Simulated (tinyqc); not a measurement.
Energy and lattice constant: complex band structure along [001] in sp3s* tight binding.

For k = (0, 0, kz) the phase sums are g0 = cos(phi) and g3 = i sin(phi), phi = kz a/4, and the s, pz, s* orbitals of anion (a) and cation (c) decouple from px, py. With z = exp(i phi), H(z) = H0 + z T + T^T/z for any complex z. H0 is diagonal (Esa, Epa, Exa, Esc, Epc, Exc). The anion-cation block is B(z) = z U + W/z and the cation-anion block z W^T + U^T/z, where U has Vss/2 (s,s), Vsapc/2 (s,z), -Vscpa/2 (z,s), Vxx/2 (z,z), Vxapc/2 (s*,z), -Vpaxc/2 (z,s*), and W has the same values with the s-z and s*-z signs reversed. |z| = 1 is a band state, |z| < 1 decays along [001] as exp(-kappa d) over a distance d, kappa = -(4/a) ln|z|. No spin-orbit coupling.

Parameters, chosen for this exercise (out of a larger set: near a published set for InAs, fitted to gaps, whose masses and valley positions are rough (light masses up to twice too heavy); not measured data): p = (-9.64, 0.905, -2.733, 3.709, 7.335, 6.776, -5.566, 1.82, 4.427, 3.018, 5.414, 3.385, 3.95) eV (order Esa, Epa, Esc, Epc, Exa, Exc, Vss, Vxx, Vxy, Vsapc, Vscpa, Vxapc, Vpaxc); a = 6.062 angstrom (lattice constant); dE = 0.3 eV (E - Ev).

The slowest root of the s-pz block and the heavy-hole branch, sinh^2(kappa a/4) = ((E - Epa)(E - Epc) - Vxx^2)/(Vxx^2 - Vxy^2), at E = Ev + dE with Ev the lower root of [[Epa, Vxx], [Vxx, Epc]]; the couplings are kept when a changes.

One parameter was then changed.

Results before and after:
```
case     slowest kappa (1/angstrom)  heavy-hole kappa (1/angstrom)
base                         0.0174                         0.1832
changed                      0.0169                         0.1779
```

Which of these changes was made? (a) a = 6.244 angstrom; (b) dE = 0.27 eV.
Answer: (a) a = 6.244 angstrom. Of the candidates, run in turn, only this one gives the changed row.

All candidates:
```
case                slowest kappa (1/angstrom)  heavy-hole kappa (1/angstrom)
base                                    0.0174                         0.1832
dE = 0.27 eV                            0.0206                         0.1746
a = 6.244 angstrom                      0.0169                         0.1779
```

With the couplings fixed, kappa a stays, so kappa scales as 1/a.

tinyqc: `OMP_NUM_THREADS=1 python tinyqc.py 1450905 1450906 out.jsonl`; about 0.01 s, one thread, shared Intel(R) Xeon(R) Processor @ 2.30GHz.
